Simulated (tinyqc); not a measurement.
## Hot electrons in a saturated n-channel MOSFET, lucky-electron model: effect of the resistance of the lightly doped drain

Beyond pinch-off the lateral field grows as Esat cosh(y/l) over the velocity-saturated region (pseudo-two-dimensional model). Impact ionisation in this region gives the substrate current, which biases the body forward through Rsub. Currents are per width. Local-field laws: they overstate ionisation when the field peak is narrower than an energy relaxation length.

Cox = 3.9 eps0/tox, l = sqrt(3 tox xj), Esat = 2 vs/mu. Overdrive g = Vg - VT + kb Vb; Vdsat = g Esat L/(g + Esat L); Id = Cox vs (g - Vdsat); dV = Vd - Id Rd - Vdsat; Em = sqrt((dV/l)^2 + Esat^2); Isub = Id (Ai/Bi) l Em exp(-Bi/Em). Vb = Rsub Isub is solved self-consistently. Lifetime tau = (Hl/Id)(Isub/Id)^(-m); 1 year = 3.15576e7 s.

Inputs (values chosen for the exercise); values close to those of silicon n-channel devices: channel length L = 1.2 um; oxide thickness tox = 27 nm; junction depth xj = 490 nm; threshold VT = 0.58 V; effective mobility mu = 270 cm^2/(V s); saturation velocity vs = 8.9e6 cm/s; ionisation prefactor Ai = 2e6 1/cm; ionisation field Bi = 1.82 MV/cm; substrate resistance Rsub = 7900 ohm um; fall of VT per volt of forward body bias kb = 0.48; lifetime exponent m = 2.8; lifetime constant Hl = 28000 s uA/um; drain voltage Vd = 4.6 V; gate voltage Vg = 3 V.

Constants: eps0 = 8.8541878128e-14 F/cm where lengths are in cm. Results are converted to the units shown.

Effect of the resistance of the lightly doped drain:
```
Rd (ohm um)	Id (uA/um)	Em (MV/cm)	Isub (uA/um)	Isub/Id	tau (years)
0	64.52	0.1528	0.001453	2.252e-5	1.416e8
150	64.52	0.1524	0.001400	2.170e-5	1.571e8
300	64.52	0.1520	0.001349	2.091e-5	1.744e8
500	64.52	0.1514	0.001283	1.989e-5	2.006e8
800	64.52	0.1505	0.001190	1.844e-5	2.479e8
1200	64.52	0.1493	0.001074	1.665e-5	3.298e8
1600	64.52	0.1482	9.689e-4	1.502e-5	4.405e8
```

What does the table show?

As Rd goes from 0 to 1600 ohm um, Em falls from 0.153 to 0.148 MV/cm, Isub falls from 0.00145 to 9.69e-4 uA/um and tau rises from 1.42e8 to 4.40e8 years. From the first row to the last, log10(tau) changes by 0.49: 0.49 from (Isub/Id)^(-m), which holds Em and l, and under 0.005 from 1/Id. The price is 0.103 V dropped over Rd in the last row. In every row tau is a far extrapolation that only says that hot carriers are no limit.

tinyqc, about 0.01 s, one thread, Intel Xeon 2.30GHz (shared host): `OMP_NUM_THREADS=1 python tinyqc.py 2550053 2550054 out.jsonl`
